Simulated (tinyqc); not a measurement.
Worked calculation: MP2 on RHF in the 3-21g basis, for H3+, spin multiplicity 1. One step of it, computed by the program tinyqc.

Question. Iteration 6 (converged): orbitals. Diagonalise F' = X^T F X, C = X C', fill 1 alpha and 1 beta electrons from the bottom; D = 2 C_occ C_occ^T. Each column has its largest component positive (the first on a tie).

converged F (hartree), lower triangle:
```
           1H 1s      1H 2s      2H 1s      2H 2s      3H 1s      3H 2s
1H 1s  -0.435285
1H 2s  -0.825997  -0.806369
2H 1s  -0.688749  -0.731263  -0.435611
2H 2s  -0.731147  -0.781240  -0.826239  -0.806520
3H 1s  -0.688777  -0.731284  -0.689199  -0.731483  -0.435633
3H 2s  -0.731160  -0.781248  -0.731475  -0.781375  -0.826255  -0.806530
```

X, lower triangle:
```
           1H 1s      1H 2s      2H 1s      2H 2s      3H 1s     3H 2s
1H 1s   1.258661
1H 2s  -0.491958   1.990341
2H 1s  -0.082354   0.034952   1.258722
2H 2s   0.034916  -0.580465  -0.491983   1.991072
3H 1s  -0.082375   0.034958  -0.082683   0.035011   1.258726
3H 2s   0.034920  -0.580523   0.035009  -0.581391  -0.491985  1.991121
```

Give: F' = X^T F X; orbital energies; coefficients C; D after iteration 6.

Answer.

F' = X^T F X (hartree), lower triangle:
```
        1       2       3       4       5       6
1   0.229
2  -0.605  -0.009
3  -0.353  -0.106   0.229
4  -0.106  -0.170  -0.605  -0.009
5  -0.354  -0.106  -0.354  -0.106   0.229
6  -0.106  -0.170  -0.106  -0.170  -0.605  -0.009
```

orbital energies (hartree): MO1 -1.234, MO2 -0.170, MO3 -0.169, MO4 0.406, MO5 0.913, MO6 0.913

coefficients C:
```
         MO1     MO2     MO3     MO4     MO5     MO6
1H 1s  0.298   0.246  -0.007   0.607  -1.150   0.032
1H 2s  0.146   1.511  -0.042  -0.516   1.518  -0.042
2H 1s  0.298  -0.129  -0.210   0.608   0.602   0.980
2H 2s  0.146  -0.792  -1.289  -0.517  -0.795  -1.294
3H 1s  0.298  -0.117   0.216   0.608   0.547  -1.012
3H 2s  0.146  -0.719   1.331  -0.517  -0.722   1.336
```

D after iteration 6, lower triangle:
```
       1H 1s  1H 2s  2H 1s  2H 2s  3H 1s  3H 2s
1H 1s  0.178
1H 2s  0.087  0.043
2H 1s  0.178  0.087  0.178
2H 2s  0.087  0.043  0.087  0.043
3H 1s  0.178  0.087  0.178  0.087  0.178
3H 2s  0.087  0.043  0.087  0.043  0.087  0.043
```
